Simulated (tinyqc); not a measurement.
What each parameter does: Gamma, L and X subbands of a thin body with non-parabolic valleys.

Hard walls, flat band, c = hbar^2/2m0, energies from the bulk Gamma edge. For a valley at angle theta to the normal 1/m_z = cos^2/ml + sin^2/mt and m_d = sqrt(ml mt^2/m_z). Subband n starts at E_v + e with e (1 + a e) = c (n pi/t)^2/m_z, and its density-of-states mass is taken as m_d (1 + 2 a e), without further growth at higher in-plane energy. Groups are named by valley and degeneracy.

n_i = g m/(2 pi c) kB T ln(1 + exp((EF - E_i)/kB T)), sum n_i = Ns (1e12/cm^2 = 1e-4/angstrom^2), c = hbar^2/2m0. Quantum capacitance Cq = 1602.176634 sum g m/(2 pi c) f_i in microfarad/cm^2 with f_i = 1/(1 + exp((E_i - EF)/kB T)); Cox = 34.5313/eot (one gate); C/Cox = Cq/(Cq + Cox), the centroid term left out.

Constants: hbar^2/2m0 = 3.80998211 eV angstrom^2; kB = 8.617333262e-05 eV/K.

Values chosen for the exercise (near those of a thin Ge channel; not measured data):
- face = 100 (surface)
- mG = 0.0382 m0 (Gamma mass)
- aG = 1.03 1/eV (Gamma non-parabolicity)
- EL = -0.157 eV (L edge above Gamma)
- mL = (1.625, 0.085) m0 (L valleys (four, along <111>): ml, mt)
- EX = 0.043 eV (X edge above Gamma)
- mX = (0.878, 0.191) m0 (Delta valleys (six, along <100>): ml, mt)
- aS = 0.6 1/eV (non-parabolicity of L and X)
- Ns = 8.3 x 1e12/cm^2 (sheet density)
- T = 300 K (temperature)
- eot = 6 angstrom (equivalent oxide thickness)
- t = 38 angstrom (body thickness)

n = 1 to 8 of all groups.

Results for these values:

| case | lowest edge (eV) | EF (eV) | Gamma share (%) | C/Cox |
|---|---|---|---|---|
| base | 0.031 | 0.018 | 0.0 | 0.878 |

What happens to each result for aG = 0.72 1/eV, all else kept?

Answer: lowest edge does not change at the printed digits; EF does not change at the printed digits; Gamma share does not change at the printed digits; C/Cox does not change at the printed digits.

The same for each parameter in turn:

| case | lowest edge (eV) | EF (eV) | Gamma share (%) | C/Cox |
|---|---|---|---|---|
| base | 0.031 | 0.018 | 0.0 | 0.878 |
| t = 46 angstrom | -0.025 | -0.034 | 0.0 | 0.875 |
| mG = 0.0439 m0 | 0.031 | 0.018 | 0.0 | 0.878 |
| aG = 0.72 1/eV | 0.031 | 0.018 | 0.0 | 0.878 |
| EL = -0.207 eV | -0.019 | -0.030 | 0.0 | 0.876 |
| Ns = 12.5 x 1e12/cm^2 | 0.031 | 0.032 | 0.0 | 0.908 |
| eot = 4 angstrom | 0.031 | 0.018 | 0.0 | 0.828 |
| T = 250 K | 0.031 | 0.026 | 0.0 | 0.892 |

Program tinyqc; command `OMP_NUM_THREADS=1 python tinyqc.py 1251798 1251799 out.jsonl`; about 0.02 s on one thread of a shared Intel(R) Xeon(R) Processor @ 2.30GHz.
